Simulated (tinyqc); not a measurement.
Changing the sheath voltage V: ion-assisted plasma etching: sheath, surface coverage, synergy and aspect-ratio dependence. Computed by tinyqc, a small Python program. Command: `OMP_NUM_THREADS=1 python tinyqc.py 3012403 3012404 out.jsonl etch sweep`. One thread of a shared host (Intel(R) Xeon(R) Processor @ 2.30GHz), about 0.02 s of CPU time with the checks.

Radicals adsorb on bare sites; ions remove covered sites with a high yield and bare sites by sputtering; a slow spontaneous reaction acts everywhere, walls included.

Inputs (values chosen for the exercise, close to those used for silicon dioxide in a fluorocarbon plasma):
```
quantity,value,unit
plasma density n_e,2e+10,1/cm^3
electron temperature T_e,2.8,eV
ion mass M_i,40,u
radical density n,5.4e+12,1/cm^3
radical mass M_n,31,u
gas temperature T_g,400,K
sticking coefficient s,0.8,-
radicals per removed unit x,3,-
yield slope b,0.14,eV^(-1/2)
threshold E_th,17,eV
sputter slope b_p,0.019,eV^(-1/2)
sputter threshold E_p,36,eV
spontaneous reaction probability k_c,1.2e-05,-
solid density N,2.2e+22,1/cm^3
ion temperature T_i,0.62,eV
aspect ratio A,7.6,-
```

Feature: long trench.

Constants: e = 1.602176634e-19 C; u = 1.6605390666e-27 kg; k_B = 1.380649e-23 J/K; eps_0 = 8.8541878128e-12 F/m.

Method:
- Bohm speed u_B = sqrt(e T_e/M_i); ion flux G_i = 0.61 n_e u_B; radical flux G_n = n c/4 with c = sqrt(8 k_B T_g/(pi M_n)).
- Debye length lambda_D = sqrt(eps_0 T_e/(e n_s)) with n_s = 0.61 n_e, T_e in volts; Child-law sheath d = (sqrt2/3) lambda_D (2 V/T_e)^(3/4); ion energy E = V + T_e/2; angular spread = arctan(sqrt(T_i/E)).
- Yields: Y = b (sqrt(E) - sqrt(E_th)) on covered sites, Y_p = b_p (sqrt(E) - sqrt(E_p)) on bare ones (zero below threshold).
- Steady coverage: s G_n (1 - theta) = x Y G_i theta; removal flux = Y G_i theta + Y_p G_i (1 - theta) + k_c G_n; rate = flux/N, 1 cm/s = 6e8 nm/min.
- Lateral rate = k_c G_n/N; anisotropy = 1 - lateral/vertical; synergy = vertical/(ions alone + radicals alone), with ions alone Y_p G_i/N and radicals alone the lateral rate.
- Transmission of a long trench, rough form: K = (1 + ln(1 + A))/(1 + A + ln(1 + A)), walls that scatter diffusely without loss. With a loss probability S = s (1 - theta) at the floor, G_b/G_n = K/(K + S - K S); theta follows G_b, and the two are solved together. Ions are taken to reach the floor unshadowed; G_b replaces G_n in every term of the rate; A is depth over width.

One run for each value:
```
sheath voltage V (V),vertical rate (nm/min),coverage theta,floor rate over open-field rate,anisotropy,sheath thickness (um)
20,6.0,0.9883,0.9996,0.9962,390
34,21.2,0.9587,0.9964,0.9989,581
59,40.9,0.9207,0.9870,0.9994,878
100,64.0,0.8770,0.9684,0.9996,1304
170,91.7,0.8254,0.9358,0.9997,1942
300,126.6,0.7620,0.8845,0.9998,2973
510,164.2,0.6963,0.8264,0.9999,4427
870,206.8,0.6254,0.7677,0.9999,6608
1500,254.9,0.5504,0.7163,0.9999,9942
```

Describe and explain the trends.

Over the rows, vertical rate (nm/min) rises from 6.04 to 255 (exponent d ln y / d ln x 2.4 between the first rows and 0.38 between the last); coverage theta falls from 0.988 to 0.550 (exponent d ln y / d ln x -0.057 between the first rows and -0.23 between the last); floor rate over open-field rate falls from 1.000 to 0.716 (exponent d ln y / d ln x -0.0062 between the first rows and -0.13 between the last). The exponent of sheath thickness stays at 0.75: the Child law. More energetic ions clear radicals faster, so the coverage drops and the floor of the feature starves sooner.

Caution (rows 20.0, 34.0, 59.0, 100): at this aspect ratio many ions strike the walls, so ion shadowing, left out here, adds to the lag. Caution (all rows): the trench transmission is an interpolation between the limits 1 and ln(A)/A, good to tens of per cent. Caution (rows 300, 510, 870, 1500): a sheath of several millimetres is collisional at usual pressures, which lowers the ion energy and widens the angles.
